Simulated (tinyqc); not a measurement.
# Free and trapped electrons in a MOS channel with a dense trap tail: what changes with what

p-type body, charge-sheet picture, full ionisation (an idealisation for deep acceptors), Boltzmann statistics for free electrons. e = Ec - EF at the surface. Acceptor-like traps of density D(E) = D0 + De exp(-E/Ew) at depth E below Ec, from 0 to Eu, hold n_t = integral of D(E)/(1 + exp((e - E)/Vt)). psi = Eg - Vt ln(Nv/Na) - e; N_dep = sqrt(2 eps0 eps_r Na (psi - Vt)/q); n_f = sqrt(N_dep^2 + 2 eps0 eps_r Vt Nc exp(-e/Vt)/q) - N_dep; Vg = Vfb + psi + q (N_dep + n_t + n_f)/Cox, Cox = eps0 eox/tox.

Values chosen for this exercise; band and dielectric values close to those of 4H silicon carbide:
- T = 300 K (temperature)
- Eg = 3.24 eV (band gap)
- eps_r = 9.6 (relative permittivity)
- Nc = 1.67e19 cm^-3 (conduction-band density of states at T)
- Nv = 2.51e19 cm^-3 (valence-band density of states at T)
- eox = 3.9 (relative permittivity of the insulator)
- tox = 27 nm (insulator thickness)
- Na = 1.7e17 cm^-3 (acceptor density)
- Vfb = -2.56 V (flat-band voltage without trapped charge)
- D0 = 1.4e11 cm^-2 eV^-1 (constant background density of acceptor-like traps)
- De = 6.8e12 cm^-2 eV^-1 (density of the tail at the conduction edge)
- Ew = 0.14 eV (decay energy of the tail)
- Eu = 0.71 eV (depth below Ec down to which the traps reach)
- mf = 150 cm^2/(V s) (mobility of free electrons)

Constants: q = 1.602176634e-19 C, kB = 1.380649e-23 J/K, Vt = kB T/q, eps0 = 8.8541878128e-14 F/cm where lengths are in cm. Results are converted to the units shown.

Each table varies one quantity; the others keep the values above.

## Free and trapped charge against gate voltage

Free share n_f/(n_f + n_t); swing ln 10 n_f/(dn_f/dVg); field-effect mobility mf q (dn_f/dVg)/Cox, for a constant mf; oxide field q (N_dep + n_t + n_f)/(eps0 eox).

Result of one run:

| Vg (V) | e (eV) | n_f (cm^-2) | n_t (cm^-2) | free share (%) | swing (mV/decade) | field-effect mobility (cm^2/(V s)) | oxide field (MV/cm) |
|---|---|---|---|---|---|---|---|
| 8 | -0.03599 | 2.533e12 | 1.012e12 | 71.45 | 7541 | 145.3 | 2.746 |

What becomes of these results when the gate voltage Vg is changed from 8 to 4.9 V, all else the same?

Result of the changed run:

| Vg (V) | e (eV) | n_f (cm^-2) | n_t (cm^-2) | free share (%) | swing (mV/decade) | field-effect mobility (cm^2/(V s)) | oxide field (MV/cm) |
|---|---|---|---|---|---|---|---|
| 4.9 | 0.02884 | 3.005e11 | 8.463e11 | 26.20 | 1265 | 102.7 | 1.621 |

The whole series:

| Vg (V) | e (eV) | n_f (cm^-2) | n_t (cm^-2) | free share (%) | swing (mV/decade) | field-effect mobility (cm^2/(V s)) | oxide field (MV/cm) |
|---|---|---|---|---|---|---|---|
| 3.1 | 0.3679 | 6.823e5 | 1.147e11 | 5.949e-4 | 139.8 | 0.002112 | 1.080 |
| 3.7 | 0.1739 | 1.199e9 | 3.598e11 | 0.3321 | 258.2 | 2.009 | 1.231 |
| 4.3 | 0.07385 | 5.579e10 | 6.653e11 | 7.737 | 548.0 | 44.05 | 1.416 |
| 4.9 | 0.02884 | 3.005e11 | 8.463e11 | 26.20 | 1265 | 102.7 | 1.621 |
| 5.5 | 0.006046 | 6.731e11 | 9.257e11 | 42.10 | 2297 | 126.8 | 1.835 |
| 6.1 | -0.008547 | 1.095e12 | 9.650e11 | 53.17 | 3473 | 136.5 | 2.052 |
| 6.8 | -0.02082 | 1.615e12 | 9.902e11 | 61.99 | 4933 | 141.6 | 2.307 |
| 7.4 | -0.02907 | 2.071e12 | 1.003e12 | 67.37 | 6226 | 143.9 | 2.526 |
| 8 | -0.03599 | 2.533e12 | 1.012e12 | 71.45 | 7541 | 145.3 | 2.746 |

n_f reaches 1e11 cm^-2 at Vg = 4.46 V, against 3.54 V without traps. The free share rises from 5.95e-4 to 71.5 % and the field-effect mobility rises from 0.00211 to 145 cm^2/(V s), although mf = 150 is constant: in the last row 96.9 % of Cox dVg goes into free electrons. The swing in the first row is 140 mV a decade (Vt ln 10 = 59.5). For Vg = 4.9, 5.5, 6.1, 6.8, 7.4, 8 EF lies less than 2 Vt below the band edge, or above it, where degeneracy and confinement, left out, matter.

## Effect of the decay energy of the tail

VT is the Vg for n_f = 1e11 cm^-2; swing ln 10 n_f/(dn_f/dVg) at n_f = 1e8 cm^-2; the last three columns are for Vg = VT + 2.2 V, with free share n_f/(n_f + n_t) and field-effect mobility mf q (dn_f/dVg)/Cox; there EF is near the band edge, where Boltzmann statistics are rough.

Effect of the decay energy of the tail:

| Ew (eV) | e at VT (eV) | VT (V) | q n_t/Cox at VT (V) | swing (mV/decade) | n_f (cm^-2) | free share (%) | field-effect mobility (cm^2/(V s)) |
|---|---|---|---|---|---|---|---|
| 0.03 | 0.05846 | 3.729 | 0.1840 | 101.2 | 1.639e12 | 85.87 | 143.7 |
| 0.05 | 0.05846 | 3.828 | 0.2830 | 107.3 | 1.593e12 | 80.07 | 142.7 |
| 0.07 | 0.05846 | 3.951 | 0.4061 | 121.7 | 1.562e12 | 74.79 | 142.0 |
| 0.09 | 0.05846 | 4.088 | 0.5430 | 141.8 | 1.540e12 | 70.06 | 141.6 |
| 0.11 | 0.05846 | 4.232 | 0.6878 | 164.3 | 1.524e12 | 65.85 | 141.2 |
| 0.13 | 0.05846 | 4.381 | 0.8362 | 187.3 | 1.511e12 | 62.13 | 141.0 |
| 0.15 | 0.05846 | 4.530 | 0.9852 | 209.6 | 1.501e12 | 58.84 | 140.7 |
| 0.17 | 0.05846 | 4.677 | 1.133 | 230.6 | 1.494e12 | 55.95 | 140.6 |

What does the comparison show?

As Ew goes from 0.03 to 0.17, VT rises from 3.73 to 4.68 V, its part due to traps rises from 0.184 to 1.13 V, the swing rises from 101 to 231 mV/decade and the field-effect mobility falls from 144 to 141 cm^2/(V s).

Numbers from tinyqc (`OMP_NUM_THREADS=1 python tinyqc.py 2222187 2222188 out.jsonl`; about 0.02 s on one thread of a shared Intel Xeon 2.30GHz).
